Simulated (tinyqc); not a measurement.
Chemical shift by three methods: effective-mass impurity with a central-cell term, in a basis of Slater functions. Computed by tinyqc, a small Python program. Command: `OMP_NUM_THREADS=1 python tinyqc.py 3018549 3018550 out.jsonl centralcell walk`. One thread of a shared host (Intel(R) Xeon(R) Processor @ 2.30GHz), about 0.01 s of CPU time with the checks.

The envelope obeys H = -nabla^2 - (2/r) [Z + A exp(-kappa r)] in effective units, with kappa = a*/lambda; positive A deepens the well near the core.

Inputs (values chosen for the exercise, with mass and screening modelled on GaSb):
```
quantity                    value      unit
effective mass m           0.0402       m_0
dielectric constant eps      16.2         -
charge Z of the core            1         -
central-cell strength A       -35         -
central-cell range lambda     2.3  angstrom
```

Impurity: donor, one isotropic band.

Constants: Ry = 13.605693123 eV; a_0 = 0.529177210903 angstrom.

Method:
- Units: Ry* = Ry m/eps^2 and a* = a_0 eps/m, with m in m_0.
- kappa = a*/lambda; the hydrogenic ground state is bound by Z^2 Ry*.
- For s functions exp(-zeta r), with s = zeta_i + zeta_j: S = 2/s^3, T = zeta_i zeta_j S, V = -2 Z/s^2, W = -2 A/(s + kappa)^2; each function is normalised by dividing by sqrt(S_ii S_jj).
- Large basis: zeta_i = 0.06 x 1.6^(i-1), i = 1..22, same formulas; for p functions r exp(-zeta r): S = 24/s^5, T = zeta_i zeta_j S (centrifugal term included), V = -12 Z/s^4, W = -12 A/(s + kappa)^4; overlap eigenvalues below 1e-11 are dropped.
- First order: shift = 8 A Z^3/(2 Z + kappa)^2 Ry*. One exponent: minimise zeta^2 - 2 Z zeta - 8 A zeta^3/(2 zeta + kappa)^2 by golden section on 0.2 to 6 Z. All shifts are the binding beyond Z^2 Ry*.

kappa = 92.7176 1/a*

Ry* = 2.08409 meV

hydrogenic binding energy = 2.08409 meV

Shift of the 1s binding energy (meV):
```
A       first order  one exponent  large basis
35.00      0.065045      0.069930      0.12278
17.50      0.032522      0.033685      0.04216
-3.50     -0.006504     -0.006460     -0.00623
-8.75     -0.016261     -0.015990     -0.01465
-17.50    -0.032522     -0.031460     -0.02670
-35.00    -0.065045     -0.060966     -0.04558
-43.80    -0.081399     -0.075138     -0.05323
```

The three columns are ordered, first order <= one exponent <= large basis, since each is a variational bound with more freedom. At the largest attractive A first order gives 53 % and one exponent 57 % of the shift; at the most repulsive A the true shift is -0.053 meV against -0.081. Attraction pulls the envelope in and feeds itself, repulsion pushes it out and saturates.

Extremes, crossings and ranges named in words are read from the listed rows.
